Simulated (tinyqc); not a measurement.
UHF in the sto-6g basis, for H3, spin multiplicity 2, step by step. One step of it, computed by the program tinyqc.

Problem. Iteration 3: DIIS coefficients. Solve [B -1; -1 0][c; lambda] = [0; -1] for the coefficients, which sum to one.

B (overlaps of the stored error matrices):
$$\begin{pmatrix}
7.8733048e-02 & 5.3815576e-02 & 1.5067441e-02 \\
5.3815576e-02 & 3.6879848e-02 & 1.0238032e-02 \\
1.5067441e-02 & 1.0238032e-02 & 2.9221530e-03
\end{pmatrix}$$

Give: DIIS coefficients.

Solution.

DIIS coefficients: [-0.619, 0.629, 0.991]
